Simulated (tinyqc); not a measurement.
Anneal temperature: kinetics of strain relaxation and threading dislocations in mismatched semiconductor layers. Computed by tinyqc, a small Python program. Command: `OMP_NUM_THREADS=1 python tinyqc.py 3016886 3016887 out.jsonl threading walk`. One thread of a shared host (Intel(R) Xeon(R) Processor @ 2.30GHz), about 0.02 s of CPU time with the checks.

60-degree dislocations on {111} planes of a (001) layer, isotropic elasticity. The Schmid factor is 1/sqrt(6), and a misfit segment relieves strain with b/2.

Inputs (values chosen for the exercise, modelled on Si(0.7)Ge(0.3) on Si):

| quantity | value | unit |
|---|---|---|
| misfit f | 0.0122 | - |
| shear modulus G | 64.2 | GPa |
| Poisson ratio nu | 0.27 | - |
| Burgers vector b | 3.89 | angstrom |
| glide activation energy Q | 1.95 | eV |
| velocity prefactor v0 | 31000 | m/s per MPa |
| layer thickness h | 190 | nm |
| anneal temperature T | 844 | K |
| anneal time t | 59 | s |
| initial thread density rho_0 | 28000 | 1/cm^2 |
| multiplication constant delta | 12000 | 1/m |

Sources: multiplication.

Constants: k_B = 8.617333262e-05 eV/K.

Method:
- Excess resolved stress tau = (1/sqrt 6) [2 G (1 + nu)/(1 - nu)] (e - e_eq), e_eq = b (1 - nu/4) [ln(h/b) + 1]/(4 pi (1 + nu) h), the Matthews-Blakeslee strain of an uncapped layer; glide velocity v = v0 tau exp(-Q/(k_B T)), tau in MPa.
- Threads run in two directions, so de/dt = -(b/4) rho v, and they multiply as d rho/dt = delta rho v. With x = e - e_eq, x0 = f - e_eq (fully strained at t = 0) and v = m S x (m the mobility, S x = tau): rho = rho_0 + (4 delta/b)(x0 - x), so dx/dt = -k x (a - x), k = delta m S, a = x0 + b rho_0/(4 delta): a logistic law, x = a/[1 + (a/x0 - 1) exp(k a t)].
- The half time is that at which x = x0/2.

half time = 9.75268 s

excess stress tau = 1034.13 MPa

equilibrium strain e_eq = 8.60266e-04

After the time t:

| T (K) | first velocity (micrometre/s) | relieved (%) | threads (1/cm^2) | half time (s) |
|---|---|---|---|---|
| 681 | 1.1881e-01 | 1.7561e-03 | 3.0457e+04 | 5.9727e+03 |
| 707 | 4.0323e-01 | 6.6116e-03 | 3.7251e+04 | 1.7598e+03 |
| 737 | 1.4838e+00 | 3.7195e-02 | 8.0044e+04 | 4.7824e+02 |
| 762 | 4.0632e+00 | 3.3432e-01 | 4.9579e+05 | 1.7465e+02 |
| 791 | 1.2070e+01 | 5.0753e+01 | 7.1044e+07 | 5.8792e+01 |
| 811 | 2.4440e+01 | 9.9985e+01 | 1.3993e+08 | 2.9035e+01 |
| 838 | 6.0052e+01 | 1.0000e+02 | 1.3995e+08 | 1.1817e+01 |
| 883 | 2.3779e+02 | 1.0000e+02 | 1.3995e+08 | 2.9842e+00 |

The half time follows exp(Q/(k_B T)), a decade for each 64 K near 791 K. Relief goes from 0.33 % at 762 K to 100.0 % at 811 K: with multiplication the onset is abrupt, after an incubation in which threads breed, and the final density is set by delta, not by rho_0. Caution: at stresses above about 1 GPa the linear velocity law understates glide, as stress lowers the kink barrier. Caution: rows with more than 50 % relieved leave out blocking by crossing misfit lines, which slows real layers.

Extremes, crossings and ranges named in words are read from the listed rows.
